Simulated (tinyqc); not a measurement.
Inside a calculation. Model: gas flow in a process chamber: flow regimes, conductance, effective pumping speed, pump-down, outgassing and purge. Computed by tinyqc, a small Python program that keeps every step. Command: `OMP_NUM_THREADS=1 python tinyqc.py 3120376 3120377 out.jsonl pump walk`. One thread of a shared host (Intel(R) Xeon(R) Processor @ 2.30GHz), about 0.08 s of CPU time with the checks. Intermediate numbers are printed to about 6 digits and carried at full precision; extremes and crossings named in words are read from the listed rows.

Ideal gas, isothermal flow, a pump of constant speed at the end of a round pipe; process gas, volume gas and outgassing are given the same properties. 1 sccm = 101325 Pa x 1e-6 m^3/60 s x T/273.15 K.

Inputs (values chosen for the exercise, modelled on hydrogen near room temperature): molar mass M = 2.016 g/mol; molecular diameter = 0.27 nm; viscosity eta = 8.9 micropascal s; temperature T = 300 K; chamber volume V = 95 L; wall area = 0.32 m^2; pipe diameter d = 10 cm; pipe length l = 75 cm; pump speed S = 310 L/s; process gas flow = 16 sccm; outgassing rate after 1 h = 1.7e-05 Pa m^3/(s m^2); outgassing exponent n = 1.2; starting pressure p0 = 320 Pa; target base pressure = 3e-05 Pa.

Constants: k_B = 1.380649e-23 J/K; u = 1.6605390666e-27 kg.

## Molecular flow

Mean speed c = sqrt(8 k_B T/(pi m)); aperture conductance C_a = c pi d^2/16; molecular pipe C_m = C_a/(1 + 3 l/(4 d)) (Dushman form); viscous pipe C_v = pi d^4 p_mean/(128 eta l); Knudsen interpolation C = C_v + C_m (1 + x)/(1 + 1.24 x), x = d p_mean sqrt(m/(k_B T))/eta. Effective speed 1/S_eff = 1/S + 1/C_m; time constant V/S_eff; pressure at which the free path k_B T/(sqrt2 pi d_m^2 p) equals d.

mean speed c = 1775.02 m/s

C_a = 3485.24 L/s

C_m = 526.074 L/s

S_eff in molecular flow = 195.058 L/s

time constant = 0.487035 s

pressure where the free path equals d = 0.127883 Pa

The pipe passes on 63 % of the pump speed.

## Process pressure

Steady flow: the pump inlet is at p_2 = Q/S, and the chamber pressure p_1 solves Q = C((p_1 + p_2)/2) (p_1 - p_2). Residence time = p_1 V/Q. Knudsen number = free path at the mean pressure over d.

throughput Q = 29.6760 Pa L/s

p_2 = 0.0957290 Pa

chamber pressure p_1 = 0.153932 Pa

conductance C = 509.871 L/s

residence time = 0.492773 s

Knudsen number = 1.02445

The flow in the pipe is molecular.

## Purging a well-mixed chamber

With steady flow a contaminant decays as exp(-t/residence time); gas used = flow x time.

time to dilute 1e3 times = 3.40396 s

time to dilute 1e6 times = 6.80792 s

gas used for 1e6 = 1.81544 standard cm^3

## Pump-down curve

Pump-down: V dp/dt = -S_eff(p) p + q(t) A, with S_eff = S p_2/p, where p_2 solves C((p + p_2)/2) (p - p_2) = S p_2 at each moment, and q(t) = q_1 (1 h/(t + 10 s))^n; integrated adaptively. At long times p = q(t) A/S_eff. S_eff(p) is tabulated at 260 pressures and interpolated in ln p. Comparison columns: p0 exp(-t/time constant) with the molecular S_eff (0 below 1e-26 p0), and the outgassing limit.

Pressure against time:
```
t (s)        p (Pa)  S_eff (L/s)  volume gas only (Pa)  outgassing limit (Pa)
0.3     1.20761e+02      307.863           1.72837e+02            3.14480e-02
1       1.30261e+01      292.153           4.10618e+01            2.90621e-02
3       1.32167e-01      192.396           6.76107e-01            2.37830e-02
10      1.47200e-02      193.825           3.87288e-07            1.41828e-02
30      6.28564e-03      194.470                     0            6.17343e-03
100     1.84528e-03      194.875                     0            1.83369e-03
300     5.30035e-04      195.004                     0            5.28889e-04
1000    1.28261e-04      195.045                     0            1.28178e-04
3600    2.78014e-05      195.055                     0            2.77965e-05
20000   3.56053e-06      195.058                     0            3.56042e-06
100000  5.16355e-07      195.058                     0            5.16352e-07
```

From t = 10 s on the pressure is within 20 % of the outgassing limit, which falls only as (t + 10 s)^-1.2: walls, not volume, set the time to base pressure. Early on viscous flow raises S_eff to 308 L/s, 1.6 times its molecular value.

## Time to base pressure

From the outgassing limit: t = 1 h x (q_1 A/(S_eff p_target))^(1/n) - 10 s; monolayer time at the target = 1e19 m^-2 x 4 k_B T/(p c) for unit sticking.

time to the target = 0.938234 h

monolayer time = 3.11129 s

Checks made by the program: throughput from C and the pressure drop (relative difference below 1e-10).
